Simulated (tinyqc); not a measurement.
Worked calculation: propagation of a band-gap error through k.p and effective-mass formulas. Values are carried at full precision from step to step, so a last printed digit may differ when a step is redone from the rounded ones.

Chain, for a gap E (the reference Eg or another value), with Ep and Dso kept: 1/me = 1 + Ep (E + 2 Dso/3)/(E (E + Dso)); g* = 2 - 2 Ep Dso/(3 E (E + Dso)); g1(E) = g1 + (Ep/3)(1/E - 1/Eg), g2(E) = g2 + (Ep/6)(1/E - 1/Eg), light hole 1/(g1 + 2 g2), heavy hole 1/(g1 - 2 g2) along [100]; optical constant ei(E) = 1 + (ei - 1)(EP/(EP + E - Eg))^2, static e0(E) = ei(E) + e0 - ei.

Constants: Ry = 13.60569312 eV; a0 (Bohr radius) = 0.5291772105 angstrom; kB = 8.617333262e-05 eV/K; hbar^2/2m0 = 3.80998211 eV angstrom^2.

Parameters, chosen for this exercise (reference values near those of GaAs, gap at low temperature; the results hold for these values, not for the real material):

| symbol | value | unit | meaning |
|---|---|---|---|
| Eg | 1.494 | eV | gap at Gamma to the s-like level |
| Dso | 0.346 | eV | spin-orbit splitting |
| Ep | 26.2 | eV | Kane energy |
| g1 | 7.01 |  | Luttinger gamma1 |
| g2 | 2.06 |  | gamma2 |
| e0 | 12.86 |  | static dielectric constant |
| ei | 10.83 |  | optical dielectric constant |
| EP | 5.25 | eV | mean (Penn) gap |
| Eg2 | 0.672 | eV | a wrong gap, of the size a semi-local functional can give |
| mh | 0.41 | m0 | density-of-states mass of the holes |
| T | 400 | K | temperature |
| k | 0.047 | 1/angstrom | wave vector |

## Masses, g factor and screening for both gaps

Evaluate the chain at Eg and at Eg2.

Band values at the two gaps:

| quantity | at Eg | at Eg2 | ratio |
|---|---|---|---|
| me | 0.05735 | 0.02811 | 0.490 |
| g* | -0.1985 | -6.834 | - |
| g1 | 7.010 | 14.16 | 2.020 |
| g2 | 2.060 | 5.635 | 2.736 |
| light hole | 0.08985 | 0.03932 | 0.438 |
| heavy hole | 0.3460 | 0.3460 | 1.000 |
| ei | 10.83 | 14.82 | 1.368 |
| e0 | 12.86 | 16.85 | 1.310 |

The gap is off by a factor of 0.45; the electron mass follows with 0.49 and the light hole with 0.44, while the heavy hole, which does not couple to the conduction level, keeps its value. The optical constant changes less, by +37 %, as it answers to the mean gap, which shifts by the same -0.82 eV on a base of 5.25 eV. g* moves by -6.64; near zero it is a difference of larger terms, and remote bands, left out here, shift it by tenths.

## Binding energies and densities for both gaps

Donor: R = Ry me/e0^2, a_B = a0 e0/me, Mott density (0.26/a_B)^3. Nc, Nv = 2 (m kT/(4 pi c))^(3/2), c = hbar^2/2m0, ni = sqrt(Nc Nv) exp(-E/2kT). Exciton: Ry mu/e0^2 with 1/mu = 1/me + g1(E). 1 angstrom^-3 = 1e24 cm^-3.

Use the values of the table.

Results:

| quantity | at Eg | at Eg2 | ratio |
|---|---|---|---|
| R (meV) | 4.718 | 1.347 | 0.286 |
| a_B (angstrom) | 118.7 | 317.1 | 2.67 |
| Mott density (cm^-3) | 1.052e+16 | 5.510e+14 | 0.0524 |
| Nc (cm^-3) | 5.306e+17 | 1.821e+17 | 0.343 |
| ni (cm^-3) | 8.988e+08 | 7.940e+13 | 8.83e+04 |
| exciton (meV) | 3.365 | 0.9638 | 0.286 |

Power laws carry the error on: the donor energy (me/e0^2) by a factor of 0.286, the Mott density (cube of me/e0) by 0.0524. ni, with its exponential, changes by a factor of 8.83e+04, that is 4.9 decades.

## A scissor shift and what it does not mend

A rigid shift D = Eg - Eg2 of the conduction band restores the gap but leaves the curvature, so the mass stays me(Eg2); redoing the sum 1/m = 1 + Ep (E + 2 Dso/3)/(E (E + Dso)) with E = Eg and the same Ep gives another mass. For optics, eps2 at the edge goes as |p|^2/E^2: a rigid shift keeps the dipole elements p/E, while shifting the energies under unchanged p scales eps2 by (Eg2/Eg)^2.

shift D = 0.822 eV
mass under a rigid shift = 0.0281 m0
mass from the sum with the corrected gap = 0.0573 m0
factor on eps2 if p is left unscaled = 0.202

The rigid shift leaves the mass off by a factor of 0.49. The mass from the corrected gap is the reference me(Eg) here, because the exercise keeps Ep fixed; a real correction of the gap depends on k and changes Ep as well.

## Far from the edge the relative error shrinks

Two-level dispersion E(k) = sqrt(E^2/4 + Ep c k^2) - E/2 at k/4, k, 4k for both gaps, c = hbar^2/2m0.

Energies above the edge:

| k (1/angstrom) | at Eg (eV) | at Eg2 (eV) | ratio |
|---|---|---|---|
| 0.01175 | 0.0092 | 0.0199 | 2.172 |
| 0.04700 | 0.1353 | 0.2414 | 1.784 |
| 0.18800 | 1.2744 | 1.5721 | 1.234 |

The ratio tends to Eg/Eg2 = 2.22 at k = 0 and goes from 2.172 to 1.234: at large k both curves approach the same slope sqrt(Ep c), while their distance in eV grows towards |Eg - Eg2|/2.

## Checks

- Chain at E = Eg against the inputs g1, g2, ei, e0: they agree to 1e-10 or better.

Computed by tinyqc, a small Python program: `OMP_NUM_THREADS=1 python tinyqc.py 1850206 1850207 out.jsonl` (the numbers bound the seed that draws the inputs); one thread of a shared host (Intel(R) Xeon(R) Processor @ 2.30GHz), about 0.01 s for the whole set of steps.
